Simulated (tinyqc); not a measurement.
# Retention against time

Retention: filled traps are spread evenly in depth from E1 to E2, and each empties at the rate nu exp(-E/kB T). The share left is the mean of exp(-nu t exp(-E/kB T)) = [kB T/(E2 - E1)] [E1x(nu t exp(-E2/kB T)) - E1x(nu t exp(-E1/kB T))], E1x the exponential integral; traps shallower than about Ed = kB T ln(nu t) are empty.

Values chosen for this exercise: storage temperature T = 398 K; shallowest trap depth E1 = 0.95 eV; deepest trap depth E2 = 1.87 eV; attempt frequency nu = 1e13 1/s.

Constants: q = 1.602176634e-19 C, kB = 1.380649e-23 J/K, Vt = kB T/q. Results are converted to the units shown.

Result of one run:

| t (s) | Ed (eV) | share left |
|---|---|---|
| 1e5 | 1.421 | 0.4660 |

What becomes of these results when the time t is changed from 1e5 to 1e6 s, all else the same?

Result of the changed run:

| t (s) | Ed (eV) | share left |
|---|---|---|
| 1e6 | 1.500 | 0.3802 |

The whole series:

| t (s) | Ed (eV) | share left |
|---|---|---|
| 1 | 1.027 | 0.8952 |
| 100 | 1.185 | 0.7235 |
| 10000 | 1.343 | 0.5518 |
| 1e5 | 1.421 | 0.4660 |
| 1e6 | 1.500 | 0.3802 |
| 1e7 | 1.579 | 0.2943 |
| 1e8 | 1.658 | 0.2086 |
| 1e9 | 1.737 | 0.1234 |

The share left falls from 0.895 to 0.123. Ed moves by 0.0790 eV a decade and reaches E1 at t = 0.107 s; from then on the loss is linear in log t, 8.58 % a decade, until Ed comes within a few kB T of E2, which it reaches at 4.78e10 s.

Numbers from tinyqc (`OMP_NUM_THREADS=1 python tinyqc.py 2130167 2130168 out.jsonl`; about 0.07 s on one thread of a shared Intel Xeon 2.30GHz).
